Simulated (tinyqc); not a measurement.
Schottky barrier on an n-type semiconductor with a doping step, non-linear Poisson equation by Newton steps: two steps of the calculation.

One dimension, metal at x = 0, donor density C(x) = N1 for x < x1 and Nd beyond. Energies are counted from the electron Fermi level of the semiconductor and the conduction-band edge is Ec = -psi, so n = Nc exp(psi/Vt); holes follow the Fermi level of the metal, at -V, so p = Nv exp((V - psi - Eg)/Vt). Ends: psi(0) = V - phiB and psi = Vt ln(Nd/Nc) deep inside. Boltzmann statistics, full ionisation, no current, no image force in the Poisson equation.

Values chosen for this exercise; band and dielectric values close to those of gallium arsenide:
- T = 450 K (temperature)
- Eg = 1.41 eV (band gap)
- Nc = 8.08e17 cm^-3 (conduction-band density of states at T)
- Nv = 1.64e19 cm^-3 (valence-band density of states at T)
- V = -1.8 V (bias of the metal against the semiconductor)

Constants: q = 1.602176634e-19 C, kB = 1.380649e-23 J/K, Vt = kB T/q. Results are converted to the units shown.

Task 1. Densities, residual and Jacobian diagonal. n_i = Nc exp(psi_i/Vt), p_i = Nv exp((V - psi_i - Eg)/Vt), rho_i = p_i - n_i + C_i, g_i = (n_i + p_i)/Vt. Box widths w_i = (h_(i-1) + h_i)/2 in cm. Residual F_i = a_i (psi_(i+1) - psi_i) - a_(i-1) (psi_i - psi_(i-1)) + q rho_i w_i; Jacobian: a_(i-1) and a_i beside the diagonal, b_i = -a_(i-1) - a_i - q g_i w_i on it. The two end nodes are fixed.

```
node  x (nm)  psi at the start (V)  donor density C (cm^-3)
0          0            -2.6500000                   2.9e17
1         23            -2.1998786                   2.9e17
2       48.6            -1.7502821                   2.9e17
3       77.1            -1.3134634                   2.9e17
4        109            -0.9041458                   2.9e17
5        144            -0.5518012                   2.9e17
6        183            -0.2784369                   5.8e16
7        227            -0.1209250                   5.8e16
8        276            -0.1021459                   5.8e16
9        330            -0.1021459                   5.8e16
10       391            -0.1021459                   5.8e16
11       458            -0.1021459                   5.8e16
12       533            -0.1021459                   5.8e16
13       616            -0.1021459                   5.8e16
14       709            -0.1021459                   5.8e16
```

coupling a_i, interval 0 to 13 (F/cm^2): 4.8890515e-7  4.3925072e-7  3.9455504e-7  3.5250215e-7  3.2128053e-7  2.8832868e-7  2.5556406e-7  2.2948609e-7  2.0823738e-7  1.8434129e-7  1.6783311e-7  1.4993091e-7  1.3547974e-7  1.2091203e-7

Give: n; p; residual F; diagonal b.

Result 1.

```
node  n (cm^-3)  p (cm^-3)
0     1.693e-12   8.772e12
1      1.861e-7    7.980e7
2       0.02019      735.7
3          1575   0.009431
4       6.045e7   2.457e-7
5      5.340e11  2.782e-11
6      6.153e14  2.414e-14
7      3.574e16  4.156e-16
8      5.800e16  2.561e-16
9      5.800e16  2.561e-16
10     5.800e16  2.561e-16
11     5.800e16  2.561e-16
12     5.800e16  2.561e-16
13     5.800e16  2.561e-16
14     5.800e16  2.561e-16
```

```
node  residual F (1e-7 C/cm^2)  diagonal b (F/cm^2)
1                        0.903            -9.282e-7
2                        1.005            -8.338e-7
3                        1.123            -7.471e-7
4                        1.243            -6.738e-7
5                        1.375            -6.096e-7
6                       -0.004            -5.544e-7
7                       -0.194            -1.172e-6
8                       -0.043            -1.672e-6
9                        0.000            -1.770e-6
10                       0.000            -1.886e-6
11                       0.000            -2.019e-6
12                       0.000            -2.179e-6
13                       0.000            -2.365e-6
```

Task 2. Newton step. Solve the tridiagonal system a_(i-1) d_(i-1) + b_i d_i + a_i d_(i+1) = -F_i for nodes 1 to 13, with d = 0 on fixed nodes. Half of the step is added while the largest |d| exceeds 1.5 Vt, the full step after that.

coupling a_i, interval 0 to 13 (F/cm^2): 4.8890515e-7  4.3925072e-7  3.9455504e-7  3.5250215e-7  3.2128053e-7  2.8832868e-7  2.5556406e-7  2.2948609e-7  2.0823738e-7  1.8434129e-7  1.6783311e-7  1.4993091e-7  1.3547974e-7  1.2091203e-7

```
node  diagonal b (F/cm^2)  residual F (C/cm^2)
1           -9.2815588e-7         9.0324310e-8
2           -8.3380576e-7         1.0054620e-7
3           -7.4705718e-7         1.1225490e-7
4           -6.7378268e-7         1.2433532e-7
5           -6.0961737e-7         1.3753053e-7
6           -5.5444216e-7       -4.0908567e-10
7           -1.1716273e-6        -1.9358222e-8
8           -1.6718515e-6        -4.3095413e-9
9           -1.7704886e-6                   ~0
10          -1.8858481e-6                   ~0
11          -2.0191832e-6                   ~0
12          -2.1785391e-6                   ~0
13          -2.3651930e-6                   ~0
```

psi at the start, node 0 to 14 (V): -2.6500000  -2.1998786  -1.7502821  -1.3134634  -0.9041458  -0.5518012  -0.2784369  -0.1209250  -0.1021459  -0.1021459  -0.1021459  -0.1021459  -0.1021459  -0.1021459  -0.1021459

Wanted: Newton step d, before damping; psi after iteration 1.

Result 2.

Newton step d, before damping, node 1 to 13 (V): 0.7304  1.3377  1.7590  1.9122  1.6932  0.9722  0.2005  0.0253  0.0030  0.0003  0.0000  0.0000  0.0000
psi after iteration 1, node 0 to 14 (V): -2.6500  -1.8347  -1.0814  -0.4339  0.0519  0.2948  0.2077  -0.0207  -0.0895  -0.1006  -0.1020  -0.1021  -0.1021  -0.1021  -0.1021

Program tinyqc, `OMP_NUM_THREADS=1 python tinyqc.py 2020151 2020152 out.jsonl`; Intel Xeon 2.30GHz, shared host, one thread, about 0.1 s.

~0 in a residual or rate marks an entry under 1e-11 of the largest of its column.
